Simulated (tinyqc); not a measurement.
UHF in the 6-31g basis, for H3, spin multiplicity 2, step by step (part 2 of 2). This run ends on a higher stationary point, not on the lowest solution. Computed by tinyqc, a small Python program that keeps every step (integrals from PySCF). Command: `OMP_NUM_THREADS=1 python tinyqc.py 28260 28261 out.jsonl` (the two numbers bound the seeds that draw the settings). One thread of a shared host (Intel(R) Xeon(R) Processor @ 2.60GHz), about 0.2 s of CPU time with the checks.

Geometry (angstrom):
```
atom       x       y       z
H     0.0000  0.0000  0.0000
H     0.0000  0.0000  1.4160
H     0.0000  1.3490  0.7080
```

## Iteration 3: diagonalisation and new density

F(alpha) (hartree), order 1H 1s, 1H 2s, 2H 1s, 2H 2s, 3H 1s, 3H 2s:
```
[[0.0928, -0.3975, -0.2527, -0.3209, -0.1049, -0.2155],
 [-0.3975, -0.3147, -0.3209, -0.3517, -0.2325, -0.2820],
 [-0.2527, -0.3209, 0.0928, -0.3975, -0.1049, -0.2155],
 [-0.3209, -0.3517, -0.3975, -0.3147, -0.2325, -0.2820],
 [-0.1049, -0.2325, -0.1049, -0.2325, -0.0889, -0.5275],
 [-0.2155, -0.2820, -0.2155, -0.2820, -0.5275, -0.3798]]
```

F(beta) (hartree), order 1H 1s, 1H 2s, 2H 1s, 2H 2s, 3H 1s, 3H 2s:
```
[[0.1748, -0.3467, -0.2191, -0.2895, -0.1577, -0.2516],
 [-0.3467, -0.2656, -0.2895, -0.3128, -0.1969, -0.2580],
 [-0.2191, -0.2895, 0.1748, -0.3467, -0.1577, -0.2516],
 [-0.2895, -0.3128, -0.3467, -0.2656, -0.1969, -0.2580],
 [-0.1577, -0.1969, -0.1577, -0.1969, 0.4648, -0.1565],
 [-0.2516, -0.2580, -0.2516, -0.2580, -0.1565, -0.1076]]
```

X, order 1H 1s, 1H 2s, 2H 1s, 2H 2s, 3H 1s, 3H 2s:
```
[[1.2615, -0.5168, 0.0333, 0.0107, 0.0331, 0.0188],
 [-0.5168, 1.5331, 0.0107, -0.3367, 0.0142, -0.2805],
 [0.0333, 0.0107, 1.2615, -0.5168, 0.0331, 0.0188],
 [0.0107, -0.3367, -0.5168, 1.5331, 0.0142, -0.2805],
 [0.0331, 0.0142, 0.0331, 0.0142, 1.2604, -0.5123],
 [0.0188, -0.2805, 0.0188, -0.2805, -0.5123, 1.4910]]
```

D(alpha) after iteration 2, order 1H 1s, 1H 2s, 2H 1s, 2H 2s, 3H 1s, 3H 2s:
```
[[0.0851, 0.1275, 0.0851, 0.1275, -0.0167, -0.0815],
 [0.1275, 0.2047, 0.1275, 0.2047, -0.0767, -0.2093],
 [0.0851, 0.1275, 0.0851, 0.1275, -0.0167, -0.0815],
 [0.1275, 0.2047, 0.1275, 0.2047, -0.0767, -0.2093],
 [-0.0167, -0.0767, -0.0167, -0.0767, 0.1976, 0.3444],
 [-0.0815, -0.2093, -0.0815, -0.2093, 0.3444, 0.6332]]
```

D(beta) after iteration 2, order 1H 1s, 1H 2s, 2H 1s, 2H 2s, 3H 1s, 3H 2s:
```
[[0.0546, 0.0725, 0.0546, 0.0725, 0.0315, 0.0484],
 [0.0725, 0.0964, 0.0725, 0.0964, 0.0419, 0.0643],
 [0.0546, 0.0725, 0.0546, 0.0725, 0.0315, 0.0484],
 [0.0725, 0.0964, 0.0725, 0.0964, 0.0419, 0.0643],
 [0.0315, 0.0419, 0.0315, 0.0419, 0.0182, 0.0279],
 [0.0484, 0.0643, 0.0484, 0.0643, 0.0279, 0.0429]]
```

overlap S, order 1H 1s, 1H 2s, 2H 1s, 2H 2s, 3H 1s, 3H 2s:
```
[[1.0000, 0.6583, 0.0733, 0.2571, 0.0502, 0.2217],
 [0.6583, 1.0000, 0.2571, 0.5614, 0.2217, 0.5125],
 [0.0733, 0.2571, 1.0000, 0.6583, 0.0502, 0.2217],
 [0.2571, 0.5614, 0.6583, 1.0000, 0.2217, 0.5125],
 [0.0502, 0.2217, 0.0502, 0.2217, 1.0000, 0.6583],
 [0.2217, 0.5125, 0.2217, 0.5125, 0.6583, 1.0000]]
```

A level shift of 1 hartree raises the virtual space: F + shift (S - S D(s) S), with D(s) the density of one spin. Diagonalise F' = X^T F X, C = X C', fill 2 alpha and 1 beta electrons from the bottom; D(s) = C_occ C_occ^T. Each column has its largest component positive (the first on a tie).

F' = X^T F X (alpha) (hartree):
```
[[1.3640, -0.8322, -0.2666, -0.3747, 0.0794, -0.0373],
 [-0.8322, 0.9166, -0.3747, -0.4598, -0.0547, -0.1257],
 [-0.2666, -0.3747, 1.3640, -0.8322, 0.0794, -0.0373],
 [-0.3747, -0.4598, -0.8322, 0.9166, -0.0547, -0.1257],
 [0.0794, -0.0547, 0.0794, -0.0547, 0.9920, -1.2003],
 [-0.0373, -0.1257, -0.0373, -0.1257, -1.2003, 0.6024]]
```

orbital energies (alpha) (hartree): [-0.5811, -0.3228, 1.0287, 1.9658, 1.9784, 2.0868]

coefficients C (alpha), order 1H 1s, 1H 2s, 2H 1s, 2H 2s, 3H 1s, 3H 2s:
```
[[0.2032, -0.1898, 0.2285, 0.6050, -0.9171, 0.7242],
 [0.2396, -0.4007, 0.8270, -0.6981, 1.0970, -0.4662],
 [0.2032, -0.1898, -0.2285, 0.6050, 0.9171, 0.7242],
 [0.2396, -0.4007, -0.8270, -0.6981, -1.0970, -0.4662],
 [0.2595, 0.3426, 0.0000, -0.9349, 0.0000, 0.8916],
 [0.3165, 0.7519, 0.0000, 1.2329, 0.0000, -0.6768]]
```

F' = X^T F X (beta) (hartree):
```
[[1.4983, -0.7476, -0.1831, -0.2986, -0.1001, -0.2421],
 [-0.7476, 0.9935, -0.2986, -0.3940, -0.1987, -0.3250],
 [-0.1831, -0.2986, 1.4983, -0.7476, -0.1001, -0.2421],
 [-0.2986, -0.3940, -0.7476, 0.9935, -0.1987, -0.3250],
 [-0.1001, -0.1987, -0.1001, -0.1987, 1.8373, -0.5988],
 [-0.2421, -0.3250, -0.2421, -0.3250, -0.5988, 1.1785]]
```

orbital energies (beta) (hartree): [-0.4751, 1.0620, 1.1507, 2.0069, 2.0478, 2.2071]

coefficients C (beta), order 1H 1s, 1H 2s, 2H 1s, 2H 2s, 3H 1s, 3H 2s:
```
[[0.2280, 0.2077, -0.0928, -0.9221, 0.8980, 0.3176],
 [0.3249, 0.8516, -0.4109, 1.0780, -0.7999, -0.0918],
 [0.2280, -0.2077, -0.0928, 0.9221, 0.8980, 0.3176],
 [0.3249, -0.8516, -0.4109, -1.0780, -0.7999, -0.0918],
 [0.1180, 0.0000, 0.1741, 0.0000, -0.3916, 1.2869],
 [0.1926, 0.0000, 1.0348, 0.0000, 0.6325, -1.0658]]
```

D(alpha) after iteration 3, order 1H 1s, 1H 2s, 2H 1s, 2H 2s, 3H 1s, 3H 2s:
```
[[0.0773, 0.1247, 0.0773, 0.1247, -0.0123, -0.0784],
 [0.1247, 0.2180, 0.1247, 0.2180, -0.0751, -0.2255],
 [0.0773, 0.1247, 0.0773, 0.1247, -0.0123, -0.0784],
 [0.1247, 0.2180, 0.1247, 0.2180, -0.0751, -0.2255],
 [-0.0123, -0.0751, -0.0123, -0.0751, 0.1847, 0.3397],
 [-0.0784, -0.2255, -0.0784, -0.2255, 0.3397, 0.6656]]
```

D(beta) after iteration 3, order 1H 1s, 1H 2s, 2H 1s, 2H 2s, 3H 1s, 3H 2s:
```
[[0.0520, 0.0741, 0.0520, 0.0741, 0.0269, 0.0439],
 [0.0741, 0.1056, 0.0741, 0.1056, 0.0383, 0.0626],
 [0.0520, 0.0741, 0.0520, 0.0741, 0.0269, 0.0439],
 [0.0741, 0.1056, 0.0741, 0.1056, 0.0383, 0.0626],
 [0.0269, 0.0383, 0.0269, 0.0383, 0.0139, 0.0227],
 [0.0439, 0.0626, 0.0439, 0.0626, 0.0227, 0.0371]]
```

## Iteration 37 (converged): orbitals

converged F(alpha) (hartree), order 1H 1s, 1H 2s, 2H 1s, 2H 2s, 3H 1s, 3H 2s:
```
[[0.1127, -0.3890, -0.2459, -0.3164, -0.1084, -0.2150],
 [-0.3890, -0.3150, -0.3164, -0.3532, -0.2406, -0.2889],
 [-0.2459, -0.3164, 0.1127, -0.3890, -0.1084, -0.2150],
 [-0.3164, -0.3532, -0.3890, -0.3150, -0.2406, -0.2889],
 [-0.1084, -0.2406, -0.1084, -0.2406, -0.1265, -0.5505],
 [-0.2150, -0.2889, -0.2150, -0.2889, -0.5505, -0.4053]]
```

converged F(beta) (hartree), order 1H 1s, 1H 2s, 2H 1s, 2H 2s, 3H 1s, 3H 2s:
```
[[0.1552, -0.3629, -0.2289, -0.3013, -0.1435, -0.2457],
 [-0.3629, -0.2792, -0.3013, -0.3244, -0.1776, -0.2478],
 [-0.2289, -0.3013, 0.1552, -0.3629, -0.1435, -0.2457],
 [-0.3013, -0.3244, -0.3629, -0.2792, -0.1776, -0.2478],
 [-0.1435, -0.1776, -0.1435, -0.1776, 0.4680, -0.1342],
 [-0.2457, -0.2478, -0.2457, -0.2478, -0.1342, -0.0865]]
```

Diagonalise F' = X^T F X, C = X C', fill 2 alpha and 1 beta electrons from the bottom; D(s) = C_occ C_occ^T. Each column has its largest component positive (the first on a tie).

F' = X^T F X (alpha) (hartree):
```
[[0.5807, -0.5876, -0.0649, -0.1307, 0.0363, -0.0466],
 [-0.5876, 0.2189, -0.1307, -0.1576, -0.0601, -0.0860],
 [-0.0649, -0.1307, 0.5807, -0.5876, 0.0363, -0.0466],
 [-0.1307, -0.1576, -0.5876, 0.2189, -0.0601, -0.0860],
 [0.0363, -0.0601, 0.0363, -0.0601, 0.3893, -0.7100],
 [-0.0466, -0.0860, -0.0466, -0.0860, -0.7100, 0.1415]]
```

orbital energies (alpha) (hartree): [-0.5923, -0.3339, 0.0348, 0.9527, 0.9873, 1.0814]

coefficients C (alpha), order 1H 1s, 1H 2s, 2H 1s, 2H 2s, 3H 1s, 3H 2s:
```
[[0.1769, -0.1869, 0.2215, 0.4808, -0.9189, 0.8188],
 [0.2141, -0.4373, 0.8354, -0.6022, 1.0906, -0.5682],
 [0.1769, -0.1869, -0.2215, 0.4808, 0.9189, 0.8188],
 [0.2141, -0.4373, -0.8354, -0.6022, -1.0906, -0.5682],
 [0.2887, 0.3113, 0.0000, -1.0735, 0.0000, 0.7219],
 [0.3727, 0.7392, 0.0000, 1.3184, 0.0000, -0.4694]]
```

F' = X^T F X (beta) (hartree):
```
[[0.6188, -0.5719, -0.0530, -0.1199, -0.0035, -0.0884],
 [-0.5719, 0.2409, -0.1199, -0.1455, -0.0679, -0.1153],
 [-0.0530, -0.1199, 0.6188, -0.5719, -0.0035, -0.0884],
 [-0.1199, -0.1455, -0.5719, 0.2409, -0.0679, -0.1153],
 [-0.0035, -0.0679, -0.0035, -0.0679, 0.8797, -0.4820],
 [-0.0884, -0.1153, -0.0884, -0.1153, -0.4820, 0.3450]]
```

orbital energies (beta) (hartree): [-0.4875, 0.0551, 0.1474, 1.0031, 1.0428, 1.1832]

coefficients C (beta), order 1H 1s, 1H 2s, 2H 1s, 2H 2s, 3H 1s, 3H 2s:
```
[[0.2327, 0.2126, -0.0791, -0.9210, 0.8769, 0.3721],
 [0.3592, 0.8459, -0.3758, 1.0825, -0.7964, -0.1348],
 [0.2327, -0.2126, -0.0791, 0.9210, 0.8769, 0.3721],
 [0.3592, -0.8459, -0.3758, -1.0825, -0.7964, -0.1348],
 [0.0877, 0.0000, 0.1855, 0.0000, -0.4652, 1.2631],
 [0.1152, 0.0000, 1.0438, 0.0000, 0.7006, -1.0247]]
```

D(alpha) after iteration 37, order 1H 1s, 1H 2s, 2H 1s, 2H 2s, 3H 1s, 3H 2s:
```
[[0.0662, 0.1196, 0.0662, 0.1196, -0.0071, -0.0722],
 [0.1196, 0.2371, 0.1196, 0.2371, -0.0743, -0.2434],
 [0.0662, 0.1196, 0.0662, 0.1196, -0.0071, -0.0722],
 [0.1196, 0.2371, 0.1196, 0.2371, -0.0743, -0.2434],
 [-0.0071, -0.0743, -0.0071, -0.0743, 0.1802, 0.3377],
 [-0.0722, -0.2434, -0.0722, -0.2434, 0.3377, 0.6853]]
```

D(beta) after iteration 37, order 1H 1s, 1H 2s, 2H 1s, 2H 2s, 3H 1s, 3H 2s:
```
[[0.0541, 0.0836, 0.0541, 0.0836, 0.0204, 0.0268],
 [0.0836, 0.1290, 0.0836, 0.1290, 0.0315, 0.0414],
 [0.0541, 0.0836, 0.0541, 0.0836, 0.0204, 0.0268],
 [0.0836, 0.1290, 0.0836, 0.1290, 0.0315, 0.0414],
 [0.0204, 0.0315, 0.0204, 0.0315, 0.0077, 0.0101],
 [0.0268, 0.0414, 0.0268, 0.0414, 0.0101, 0.0133]]
```

## Convergence

Stop when the energy changes by less than 1e-09 hartree and every element of the error matrix X^T (F D S - S D F) X (for each spin) is below 9e-06.

Course of the cycle:
```
iteration  E (hartree)     change  largest element of the error matrix
1            -1.421902          -                             1.11e-01
2            -1.458579  -3.67e-02                             5.49e-02
3            -1.469078  -1.05e-02                             2.70e-02
4            -1.472629  -3.55e-03                             1.47e-02
5            -1.474097  -1.47e-03                             1.02e-02
6            -1.474824  -7.27e-04                             8.15e-03
7            -1.475230  -4.06e-04                             6.49e-03
8            -1.475474  -2.44e-04                             5.16e-03
9            -1.475625  -1.51e-04                             4.10e-03
10           -1.475720  -9.54e-05                             3.27e-03
11           -1.475781  -6.08e-05                             2.60e-03
12           -1.475820  -3.89e-05                             2.08e-03
13           -1.475845  -2.49e-05                             1.66e-03
14           -1.475861  -1.60e-05                             1.33e-03
...                ...        ...                                  ...
24           -1.475889  -1.89e-07                             1.44e-04
25           -1.475889  -1.21e-07                             1.15e-04
26           -1.475889  -7.79e-08                             9.21e-05
27           -1.475889  -4.99e-08                             7.37e-05
28           -1.475889  -3.20e-08                             5.91e-05
29           -1.475889  -2.06e-08                             4.73e-05
30           -1.475889  -1.32e-08                             3.79e-05
31           -1.475889  -8.46e-09                             3.03e-05
32           -1.475889  -5.42e-09                             2.43e-05
33           -1.475890  -3.48e-09                             1.95e-05
34           -1.475890  -2.23e-09                             1.56e-05
35           -1.475890  -1.43e-09                             1.25e-05
36           -1.475890  -9.18e-10                             1.00e-05
37           -1.475890  -5.89e-10                             8.01e-06
```

PySCF UHF in the same basis, after a stability check = -1.495334 hartree

Converged in 37 iterations. But the solution lies 0.01944 hartree above the reference: it is another stationary point, not the lowest one. Reruns (cap 100 unless said): DIIS 8: converged in 8 to a higher stationary point; damping 0.5: converged in 76 to a higher stationary point; level shift 0.5: converged in 25 to a higher stationary point; atomic densities as start, DIIS 8: converged in 8 to a higher stationary point.

## Populations, bond orders and dipole

Mulliken: Z minus the diagonal of D S on the atom; Loewdin: the same with S^(1/2) D S^(1/2); Mayer order: 2 sum_s sum (D(s) S)_ij (D(s) S)_ji over the two atoms.

Charges (e):
```
atom  Mulliken  Loewdin  Mulliken spin
1H      0.0498   0.0680         0.0548
2H      0.0498   0.0680         0.0548
3H     -0.0995  -0.1360         0.8904
```

Mayer bond orders:
```
pair   order
2-1   0.9239
3-1   0.0526
3-2   0.0526
```

dipole moment about the origin, x y z (debye): [0.0000, -0.6497, 0.0000]

<S^2> of the determinant (pure state: 0.75) = 0.7519
